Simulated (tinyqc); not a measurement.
Shallow acceptor in the spherical model (Baldereschi-Lipari), strong spin-orbit limit: one step, computed by the program tinyqc. Command: `OMP_NUM_THREADS=1 python tinyqc.py 3007037 3007038 out.jsonl acceptor walk`. One thread of a shared host (Intel(R) Xeon(R) Processor @ 2.30GHz), about 0.01 s of CPU time with the checks.

The 1S(3/2) state has an s envelope f(r) and a d envelope g(r). In effective units they obey -(f'' + 2f'/r + 2f/r) + mu (g'' + 5g'/r + 3g/r^2) = E f and -(g'' + 2g'/r - 6g/r^2 + 2g/r) + mu (f'' - f'/r) = E g. The cubic term, the split-off band and the central cell are left out.

Task: Lowest level in the small basis. H c = E S c with c^T S c = 1 and the largest component positive; the d weight is the part of the norm in g.

H (Ry*), lower triangle (symmetric):
```
            f1         f2        f3        g1        g2        g3
f1     -0.9744
f2  -0.9171061  -0.416304
f3  -0.6703669  0.8712783  6.313779
g1   0.6119110   1.273701  1.740169    0.8064
g2   0.8265507   2.698527  5.617022  1.742951  5.496624
g3   0.7851301   3.645089  11.90051  2.178041  9.834803  28.31495
```

S, lower triangle (symmetric):
```
          f1        f2        f3        g1        g2        g3
f1  1.000000
f2  0.817210  1.000000
f3  0.467903  0.817210  1.000000
g1  0.000000  0.000000  0.000000  1.000000
g2  0.000000  0.000000  0.000000  0.714315  1.000000
g3  0.000000  0.000000  0.000000  0.282007  0.714315  1.000000
```

Give: E; coefficients; d weight.

Result:

E = -1.502 Ry*

coefficients: f1 0.1192, f2 0.8198, f3 -0.0031, g1 -0.1243, g2 -0.3150, g3 0.0240

d weight = 0.1587

Caution: gamma_3 and gamma_2 differ by more than 0.17 gamma_1: band warping, left out here, adds several per cent to the binding.
